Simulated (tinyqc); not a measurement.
Thin film between two gates, subbands and threshold shift from confinement: one step of the calculation.

Undoped body with a flat potential across it, hard walls, transport along x. Three valley pairs (g = 2 each) with the longitudinal mass along x, y or z. Non-parabolicity enters the subband edges through E (1 + al E) = gamma, so E = 2 gamma/(1 + sqrt(1 + 4 al gamma)); motion within a subband is taken as parabolic with the band-edge mass. Energies are counted from the bulk band edge.

Task. Lowest subbands. gamma = C (pi k/(t + dl))^2/mz, C = hbar^2/(2 m0). List the 6 lowest, labelled by valley axis and quantum numbers, with degeneracy g and N_k: N_k = g sqrt(mx my) m0 kB T/(pi hbar^2).

Values chosen for this exercise; masses close to those of silicon: temperature T = 300 K; longitudinal mass ml = 0.916 m0; transverse mass mt = 0.189 m0; non-parabolicity al = 0.5 1/eV; film thickness (along z) t = 8.1 nm; widening of the box by penetration into the insulator dl = 0 nm.

Constants: q = 1.602176634e-19 C, kB = 1.380649e-23 J/K, hbar = 1.054571817e-34 J s, m0 = 9.1093837015e-31 kg, Vt = kB T/q, hbar^2/(2 m0) = 0.0380998212 eV nm^2. Results are converted to the units shown.

Give: E_k; g; N_k.

Result.

| subband | E_k (eV) | g | N_k (cm^-2) |
|---|---|---|---|
| z1 | 0.006237 | 2 | 4.082e12 |
| z2 | 0.02472 | 2 | 4.082e12 |
| x1 | 0.02988 | 2 | 8.987e12 |
| y1 | 0.02988 | 2 | 8.987e12 |
| z3 | 0.05481 | 2 | 4.082e12 |
| z4 | 0.09555 | 2 | 4.082e12 |

Program tinyqc, `OMP_NUM_THREADS=1 python tinyqc.py 2350124 2350125 out.jsonl`; Intel Xeon 2.30GHz, shared host, one thread, about 0.06 s.
